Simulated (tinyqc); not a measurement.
Trading HF for NH4F at fixed fluoride: speciation in dilute and buffered hydrofluoric acid, oxide etch rate and bath loading. Computed by tinyqc, a small Python program. Command: `OMP_NUM_THREADS=1 python tinyqc.py 3121071 3121072 out.jsonl hfetch walk`. One thread of a shared host (Intel(R) Xeon(R) Processor @ 2.30GHz), about 0.01 s of CPU time with the checks.

Concentrations stand for activities, NH4+ and Cl- are spectators, and water ionisation is neglected. H, F and HF2 denote the ions H+, F- and HF2-. The base temperature is 298 K.

Inputs (values chosen for the exercise, of the order of those for thermal oxide at room temperature):
```
quantity                           value            unit
HF added                            0.45           mol/L
NH4F added                          0.39           mol/L
K1 = [H][F]/[HF]                 0.00074           mol/L
K2 = [HF2]/([HF][F])                4.24           L/mol
K3 = [H2F2]/[HF]^2                     0           L/mol
rate constant of neutral HF k_a       15  nm L/(min mol)
rate constant of HF2 k_b              52  nm L/(min mol)
```

Method:
- Fluoride balance: [HF] + [F] + 2 [HF2] + 2 [H2F2] = HF added + NH4F added. Acid balance: [H] + [HF] + [HF2] + 2 [H2F2] = HF added + HCl added. For a trial [H], [HF] = [H][F]/K1, and the fluoride balance is a quadratic in [F].
- Rate = k_a ([HF] + 2 [H2F2]) + k_b [HF2], an empirical two-term form.
- Total fluoride is held at HF + NH4F added, without HCl; x is the share added as HF.

Against x:
```
x         pH  [F] (mol/L)  [HF] (mol/L)  [HF2] (mol/L)  rate (nm/min)
0.05  5.0199      0.76591       0.00989        0.03210          1.818
0.15  4.3859      0.62268       0.03460        0.09136          5.270
0.30  3.8073      0.42605       0.08974        0.16211          9.776
0.40  3.4671      0.31294       0.14425        0.19140         12.117
0.50  3.1337      0.21891       0.21744        0.20182         13.756
0.60  2.8021      0.14571       0.31056        0.19187         14.635
0.75  2.2987      0.07077       0.48072        0.14425         14.712
0.90  1.7386      0.02685       0.66234        0.07540         13.856
1.00  1.3149      0.01153       0.75467        0.03690         13.239
```

What follows from these numbers?

[HF2] is largest at x = 0.5 and the rate at x = 0.75 among these rows; HF2 needs both HF and F. At its best the mixture etches 1.11 times as fast as HF alone.

Extremes, crossings and ranges named in words are read from the listed rows.
